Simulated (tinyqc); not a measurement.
# Input admittance of a MOSFET at zero drain bias: distributed channel and distributed gate: what changes with what

Source and drain grounded, strong inversion, w = 2 pi f, Cox = eps0 eox/tox. The channel is an RC line of resistance 1/(mu Cox Vo) per square fed from both ends, so one finger has the intrinsic admittance y = i w Cox L tanh(g)/g per width, g = (1/2) sqrt(i w tau), tau = L^2/(mu Vo). The vertical resistance rv/L is in series with y, the overlaps 2 i w Cov in parallel: y_t = 1/(1/y + rv/L) + 2 i w Cov. The gate strip is a line of Rsh/L per length loaded by y_t, so a finger has Y = y_t Wf tanh(k)/k, k = (Wf/sd) sqrt(y_t Rsh/L); the device has Nf Y.

Inputs (values chosen for the exercise); values of the order met in silicon radio-frequency transistors: relative permittivity of the gate insulator (close to zirconium oxide) eox = 25.6; insulator thickness tox = 5.4 nm; channel length L = 0.28 um; finger width Wf = 0.58 um; number of fingers Nf = 8; channel mobility mu = 270 cm^2/(V s); gate overdrive Vo = 0.42 V; sheet resistance of the gate Rsh = 13 ohm/square; vertical resistivity of the gate stack rv = 0 ohm um^2; number of ends at which a finger is contacted sd = 2; overlap and fringe capacitance on each side Cov = 0.26 fF/um; frequency f = 14 GHz.

Constants: eps0 = 8.8541878128e-14 F/cm where lengths are in cm. Results are converted to the units shown.

Each table varies one quantity; the others keep the values above.

## Input impedance against frequency

Low-frequency limits, with c = Cox L and ct = c + 2 Cov: R_strip = Rsh Wf/(3 sd^2 L Nf), R_ch = (c/ct)^2 L/(12 mu Cox Vo Wf Nf), R_vert = (c/ct)^2 rv/(L Wf Nf), C = ct Wf Nf. Z = 1/(Nf Y) = R + 1/(i w C), Q = |Im Z|/R, far-point signal |1/cosh k|.

The same in every row: low-frequency R (ohm) = 9.969.

Result of one run:
```
f (GHz)  w tau     |k|  R (ohm)  C (fF)      Q  signal at the far point
100      4.344  0.1665    9.874   55.29  2.916                   0.9956
```

What becomes of these results when the frequency f is changed from 100 to 40 GHz, all else the same?

Result of the changed run:
```
f (GHz)  w tau     |k|  R (ohm)  C (fF)      Q  signal at the far point
40       1.738  0.1090    9.953   56.67  7.054                   0.9992
```

The whole series:
```
f (GHz)     w tau       |k|  R (ohm)  C (fF)      Q  signal at the far point
0.1      0.004344  0.005487    9.969   56.95   2804                    1.000
0.4       0.01738   0.01097    9.969   56.95  700.9                    1.000
1         0.04344   0.01735    9.969   56.95  280.4                    1.000
2         0.08688   0.02454    9.969   56.95  140.2                    1.000
6          0.2606   0.04250    9.968   56.94  46.73                    1.000
20         0.8688   0.07746    9.965   56.88  14.04                   0.9998
40          1.738    0.1090    9.953   56.67  7.054                   0.9992
100         4.344    0.1665    9.874   55.29  2.916                   0.9956
300         13.03    0.2399    9.199   45.76  1.260                   0.9825
```

R falls from 9.97 to 9.20 ohm and C falls from 56.9 to 45.8 fF. Q goes as f^(-1.00) between the first two rows and f^(-0.76) between the last two, where w tau = 13.0 and |k| = 0.240. The low-frequency limits hold both R and C within 5 % up to f = 100 GHz among the rows.

## Effect of the gate overdrive

Same model as above.

Effect of the gate overdrive:
```
Vo (V)   w tau      |k|  R (ohm)  low-frequency R (ohm)  C (fF)      Q  signal at the far point
0.2      1.277  0.06468    20.61                  20.63   56.80  9.712                   0.9998
0.35    0.7298  0.06484    11.90                  11.91   56.90  16.79                   0.9999
0.5     0.5108  0.06489    8.418                  8.419   56.92  23.73                   0.9999
0.65    0.3930  0.06490    6.540                  6.541   56.93  30.53                   0.9999
0.8     0.3193  0.06491    5.367                  5.367   56.94  37.20                   0.9999
0.95    0.2689  0.06492    4.564                  4.564   56.94  43.75                    1.000
1.1     0.2322  0.06492    3.980                  3.980   56.94  50.17                    1.000
1.25    0.2043  0.06492    3.536                  3.536   56.94  56.46                    1.000
```

Read the table: what changes, and by how much?

As Vo goes from 0.2 to 1.25, R falls from 20.6 to 3.54 ohm, C stays near 56.9 fF and Q rises from 9.71 to 56.5. Only the channel term depends on Vo.

tinyqc, about 0.01 s, one thread, Intel Xeon 2.30GHz (shared host): `OMP_NUM_THREADS=1 python tinyqc.py 2262014 2262015 out.jsonl`
